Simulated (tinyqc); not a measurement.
Out-diffusion of a doped substrate or buried layer into a growing epitaxial film: one step, computed by the program tinyqc. Command: `OMP_NUM_THREADS=1 python tinyqc.py 3020047 3020048 out.jsonl buried walk`. One thread of a shared host (Intel(R) Xeon(R) Processor @ 2.30GHz), about 0.01 s of CPU time with the checks.

x is counted from the original substrate surface into the film, whose surface moves as x = v t. Substrate dopant has one diffusivity; the dopant of the film is taken as uniform.

Problem. Moving boundary against the simple erfc. For a surface that grows from dopant-free material and loses none by evaporation, with u = x/l and s = G - u: C/C_s = (1/2) [erfc(u) + (1 + 4 G (G + s)) exp(4 G s) erfc(G + s) - (4G/sqrt(pi)) exp(-u^2)]; for large G it tends to (1/2) erfc(u). Early in the growth G = sqrt(v x_s/(4 D)) for the thickness x_s reached so far; rows give C at the interface (u = 0) and at the surface (u = G).

Inputs (values chosen for the exercise, modelled on arsenic in silicon): substrate concentration C_s = 4e+19 1/cm^3; growth rate v = 0.85 um/min; growth temperature T = 1025 C.

Film doping: opposite type.

diffusivity D = 2.682749e-15 cm^2/s

Give: The first stage of growth.

Solution.

The first stage of growth:
```
G     C/C_s at the interface  C at the surface (1/cm^3)  simple erfc there (1/cm^3)   ratio  thickness x_s (nm)
0.10                 0.82403                 3.1743e+19                  1.7751e+19  1.7883          7.5748e-04
0.25                 0.67967                 2.1965e+19                  1.4473e+19  1.5176          4.7343e-03
0.50                 0.57719                 1.1194e+19                  9.5900e+18  1.1673          1.8937e-02
0.75                 0.53808                 5.2638e+18                  5.7769e+18  0.9112          4.2608e-02
1.00                 0.52090                 2.2716e+18                  3.1460e+18  0.7221          7.5748e-02
1.50                 0.50794                 3.2105e+17                  6.7790e+17  0.4736          1.7043e-01
2.00                 0.50373                 3.0626e+16                  9.3555e+16  0.3274          3.0299e-01
2.50                 0.50202                 1.9257e+15                  8.1390e+15  0.2366          4.7343e-01
3.00                 0.50121                 7.8411e+13                  4.4181e+14  0.1775          6.8173e-01
```

Caution: rows with a thickness or a length l = x_s/G below about 1 nm are formal for a continuum model.
